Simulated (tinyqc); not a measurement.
Recursion (Haydock) method for the local density of states: impurity site of a square lattice: one step. The coefficients.

One orbital a site at energy 0, hopping -t to the 4 nearest neighbours of a square lattice; the start u0 is a site in the bulk, with energy V. Recursion: a_n = <u_n|H|u_n>, b_(n+1) u_(n+1) = (H - a_n) u_n - b_n u_(n-1), b > 0. G(z) = 1/(z - a0 - b1^2/(z - a1 - b2^2/(...))), z = E + i eta. After n levels the tail is b_n^2 T with the square-root terminator T = (z - sqrt(z - 2b) sqrt(z + 2b))/(2 b^2), b = 2t so that the band edges lie at -/+ 4t.

Parameters, chosen for this exercise: t = 1.45 eV (hopping); V = 4.7 eV (shift of the starting site); n = 6 (levels kept).

Problem. Carry the recursion for n levels; the lattice is large enough that no wall is met.

Give: Coefficients.

Solution.

Coefficients:

| n | a_n (eV) | b_(n+1) (eV) | b_(n+1)^2/t^2 |
|---|---|---|---|
| 0 | 4.7000 | 2.90000 | 4.0000 |
| 1 | 0.0000 | 3.24230 | 5.0000 |
| 2 | 0.0000 | 2.82657 | 3.8000 |
| 3 | 0.0000 | 3.00862 | 4.3053 |
| 4 | 0.0000 | 2.85349 | 3.8727 |
| 5 | 0.0000 | 2.96070 | 4.1692 |

b1^2/t^2 = 4 counts the neighbours of the start. Only a0 = V differs from zero: u_n lies on one sublattice and is orthogonal to the start. The b_n tend to a quarter of the band width, 2.900 eV.

Program tinyqc; command `OMP_NUM_THREADS=1 python tinyqc.py 1480799 1480800 out.jsonl`; about 0.01 s on one thread of a shared Intel(R) Xeon(R) Processor @ 2.30GHz.
